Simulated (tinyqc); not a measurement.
Metal-interlayer-semiconductor contact, depinning against tunnelling resistance: contact resistivity against the interlayer thickness.

Zero bias, n-type semiconductor. Gap states at the semiconductor surface thin out as exp(-be ti), which unpins the barrier; electrons must then cross the interlayer (a rectangular barrier, no voltage drop across it) and the parabolic depleted layer, both by WKB. Energies E are counted from the Fermi level; no image force, parabolic bands.

S = 1/(1 + (1/S0 - 1) exp(-be ti)); phiB = S (phiM - chi) + (1 - S)(Eg - E0); xi = Ec - EF deep inside, from Nd = Nc F(-xi/Vt), F(x) = (2/sqrt(pi)) int_0^infinity sqrt(u) du/(1 + exp(u - x)); band bending U = phiB - xi; E00 = (hbar/2) sqrt(Nd/(eps0 eps_r mt m0)) in volts; A = 4 pi q mA m0 kB^2/h^3. With U = phiB - xi: for xi < E < phiB, y = (E - xi)/U and G1 = (U/E00) [sqrt(1 - y) - y ln((1 + sqrt(1 - y))/sqrt(y))], G1 = 0 above phiB; G2 = 2 ti sqrt(mi max(phiB + dE - E, 0)/C), C = hbar^2/(2 m0); f = 1/(1 + exp(E/Vt)); 1/rho_c = (A T^2/Vt^2) times the integral of exp(-G1 - G2) f over E from xi upwards. Shares under 0.001 % are printed as 0; rows without band bending are left out.

Parameters, values chosen for the exercise; semiconductor values close to those of silicon; interlayer mass of the order of that in hafnium oxide, offset chosen freely:

| symbol | value | unit | meaning |
|---|---|---|---|
| T | 250 | K | temperature |
| Eg | 1.09 | eV | band gap |
| eps_r | 11.9 |  | relative permittivity |
| chi | 4.05 | eV | electron affinity |
| Nc | 2.13e19 | cm^-3 | conduction-band density of states at T |
| mt | 0.195 | m0 | tunnelling mass in the semiconductor |
| mA | 2.05 | m0 | Richardson mass |
| Nd | 1.3e19 | cm^-3 | donor density |
| E0 | 0.37 | eV | charge-neutrality level above the valence band |
| S0 | 0.27 |  | pinning factor without interlayer |
| phiM | 4.42 | eV | metal work function |
| dE | 1.64 | eV | conduction-band offset of the interlayer above the semiconductor |
| mi | 0.2 | m0 | tunnelling mass in the interlayer |
| be | 2.8 | 1/nm | decay constant of gap states through the interlayer |

Constants: q = 1.602176634e-19 C, kB = 1.380649e-23 J/K, eps0 = 8.8541878128e-12 F/m, hbar = 1.054571817e-34 J s, h = 6.62607015e-34 J s, m0 = 9.1093837015e-31 kg, Vt = kB T/q, hbar^2/(2 m0) = 0.0380998212 eV nm^2. Results are converted to the units shown.

The same in every row: E00/Vt = 2.04.

Contact resistivity against the interlayer thickness:

| ti (nm) | S | phiB (eV) | rho_c (ohm cm^2) | rho_c with G2 = 0 (ohm cm^2) | peak of the integrand (eV) | share above phiB (%) |
|---|---|---|---|---|---|---|
| 0 | 0.270 | 0.625 | 2.71e-4 | 2.71e-4 | 0.0580 | 0 |
| 0.4 | 0.531 | 0.534 | 5.62e-4 | 3.99e-5 | 0.0546 | 0 |
| 0.8 | 0.776 | 0.448 | 0.00120 | 6.70e-6 | 0.0510 | 0 |
| 1.2 | 0.914 | 0.400 | 0.00547 | 2.48e-6 | 0.0494 | 0.00309 |
| 1.6 | 0.970 | 0.380 | 0.0453 | 1.66e-6 | 0.0495 | 0.00619 |
| 2 | 0.990 | 0.373 | 0.494 | 1.44e-6 | 0.0505 | 0.00906 |
| 2.4 | 0.997 | 0.371 | 5.95 | 1.37e-6 | 0.0518 | 0.0118 |
| 2.8 | 0.999 | 0.370 | 74.3 | 1.35e-6 | 0.0533 | 0.0149 |
| 3.2 | 1.00 | 0.370 | 938 | 1.34e-6 | 0.0549 | 0.0185 |

What does the comparison show?

As ti goes from 0 to 3.2, phiB falls from 0.626 to 0.370 eV and rho_c rises from 2.71e-4 to 938 ohm cm^2. No thickness listed beats the bare contact: tunnelling through the layer costs more than the change of the barrier gains. The ratio of rho_c to its value with G2 = 0 runs from 1.00 to 6.98e8.

Range of the model: The depletion charge would drop about 0.12 V across such an interlayer (eps_r near 20) at ti = 1.6 nm and Nd = 1.3e19 cm^-3, against a band bending of 0.37 V; this model leaves that drop out.

Numbers from tinyqc (`OMP_NUM_THREADS=1 python tinyqc.py 2270135 2270136 out.jsonl`; about 0.04 s on one thread of a shared Intel Xeon 2.30GHz).
